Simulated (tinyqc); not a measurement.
# Worked calculation: MOSFET in the linear regime without short-channel effects, parameter extraction from computed curves

Computed by the program tinyqc: `OMP_NUM_THREADS=1 python tinyqc.py 2210137 2210138 out.jsonl`, one thread of a shared Intel Xeon 2.30GHz, about 0.01 s for the whole run. Printed values are rounded.

Inversion charge Q = Cox n Vt W0(exp((Vg - VT)/(n Vt))), W0 the Lambert function and n = nf; u = Q/Cox; mobility mu = mu0/(1 + th1 u + th2 u^2); channel resistance Rch = (L - dL)/(W mu Q); Id = Vd/(Rch + Rsd/W). Cox = eps0 eox/tox. Small Vd, no channel-length or drain effects.

Values chosen for this exercise; channel values of the order met in silicon transistors:
- T = 300 K (temperature)
- eox = 3.9 (relative permittivity of the gate insulator (close to silicon dioxide))
- tox = 4.1 nm (insulator thickness)
- mu0 = 160 cm^2/(V s) (low-field mobility)
- th1 = 0.57 1/V (first mobility attenuation factor)
- th2 = 0.1 1/V^2 (second mobility attenuation factor)
- VT = 0.46 V (threshold voltage)
- nf = 1.47 (body factor)
- W = 1 um (gate width)
- L = 1.1 um (drawn gate length)
- dL = 0.013 um (drawn less effective length)
- Rsd = 190 ohm um (source plus drain resistance)
- Vd = 0.01 V (drain voltage)

Constants: q = 1.602176634e-19 C, kB = 1.380649e-23 J/K, Vt = kB T/q, eps0 = 8.8541878128e-14 F/cm where lengths are in cm. Results are converted to the units shown.

## Transfer curve

| point | Vg (V) |
|---|---|
| 0 | 0.3 |
| 1 | 0.38 |
| 2 | 0.46 |
| 3 | 0.54 |
| 4 | 0.62 |
| 5 | 0.7 |
| 6 | 0.78 |
| 7 | 0.86 |
| 8 | 0.94 |

u, mu, Rch and Id as defined.

| point | u (V) | mu (cm^2/(V s)) | Rch (ohm) | Id (uA) |
|---|---|---|---|---|
| 0 | 5.558634e-4 | 159.9493 | 1.451609e7 | 6.888818e-4 |
| 1 | 0.004150788 | 159.6221 | 1.947945e6 | 0.005133115 |
| 2 | 0.02155283 | 158.0510 | 3.788773e5 | 0.02638054 |
| 3 | 0.06162745 | 154.5136 | 1.355374e5 | 0.07367710 |
| 4 | 0.1172003 | 149.7878 | 73518.18 | 0.1356702 |
| 5 | 0.1807389 | 144.6278 | 49373.81 | 0.2017601 |
| 6 | 0.2486208 | 139.3856 | 37243.01 | 0.2671439 |
| 7 | 0.3191325 | 134.2180 | 30131.32 | 0.3298010 |
| 8 | 0.3913775 | 129.1987 | 25523.85 | 0.3888955 |

## Threshold and mobility at the peak transconductance

gm_i = (Id_(i+1) - Id_(i-1))/(Vg_(i+1) - Vg_(i-1)); at the point j of largest gm the tangent meets the axis at V_ext = Vg_j - Id_j/gm_j; field-effect mobility gm_j L/(W Cox Vd) with the drawn L.

| point | gm (uS) |
|---|---|
| 1 | 0.1605729 |
| 2 | 0.4283999 |
| 3 | 0.6830601 |
| 4 | 0.8005189 |
| 5 | 0.8217109 |
| 6 | 0.8002552 |
| 7 | 0.7609474 |

j = 5
V_ext = 0.4544634 V
field-effect mobility = 107.3204 cm^2/(V s)

V_ext is 5.5 mV below the model VT, and the mobility so found is 34 % below mu0 L/(L - dL) = 162 cm^2/(V s), the value for the drawn L; attenuation, series resistance and the slow approach of Q to a straight line all lower the peak gm.

## The Y function

Y_i = Id_i/sqrt(gm_i). For Id = beta Vd x/(1 + th x), x = Vg - VT, Y = sqrt(beta Vd) x whatever th. Slope s from points 4 and 7; VT_Y = Vg - Y/s at point 7; beta = s^2/Vd; mobility beta L/(W Cox) with the drawn L; th* = (beta Vd x/Id - 1)/x at point 7.

| point | Y (uA^0.5 V^0.5) |
|---|---|
| 1 | 0.01280988 |
| 2 | 0.04030501 |
| 3 | 0.08914625 |
| 4 | 0.1516347 |
| 5 | 0.2225747 |
| 6 | 0.2986283 |
| 7 | 0.3780721 |

s = 0.9434891 uA^0.5 V^-0.5
VT_Y = 0.4592831 V
beta = 89.01717 uA/V^2
mobility from Y = 116.2618 cm^2/(V s)
th* = 0.2035909 1/V

The mobility from Y is 28 % below mu0 L/(L - dL) = 162 cm^2/(V s), which it should reach in deep inversion when th2 = 0. th* compares with th1 + mu0 Cox Rsd/(L - dL) = 0.594 1/V, since series resistance enters like th1. The match is poor here: at these overdrives Q is not yet a straight line in Vg and th2 bends Y.
